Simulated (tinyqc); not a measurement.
Permeation of metal atoms or ions through a thin barrier or dielectric: time lag, field-aided drift and lifetime: one step, computed by the program tinyqc. Command: `OMP_NUM_THREADS=1 python tinyqc.py 3003976 3003977 out.jsonl barrier walk`. One thread of a shared host (Intel(R) Xeon(R) Processor @ 2.30GHz), about 0.01 s of CPU time with the checks.

The film 0 < x < d is empty at first; C = C0 at x = 0 and C = 0 at x = d. dC/dt = D d2C/dx2 - v dC/dx with drift v = D z e V/(k_B T d) (uniform field, no space charge).

Task: Steady flux and time lag. Steady flux J = (D C0/d) P/(1 - exp(-P)); time lag in units of d^2/D: s_L = [P (1 + exp(-P))/(1 - exp(-P)) - 2]/P^2 (P = 0: J = D C0/d, s_L = 1/6).

Inputs (values chosen for the exercise, for a model case: singly charged ions through a dielectric): thickness d = 31 nm; concentration at the source side C0 = 1.6e+14 1/cm^3; test temperature T = 200 C.

Peclet number P = 3.188391

diffusivity D = 7.122082e-14 cm^2/s

time scale d^2/D = 134.9325 s

Give: flux relative to D C0/d; steady flux J; time lag s_L; time lag.

Result:

flux relative to D C0/d = 3.326

steady flux J = 1.222e+07 1/(cm^2 s)

time lag s_L = 0.1439

time lag = 19.41 s

Drift and diffusion both act.
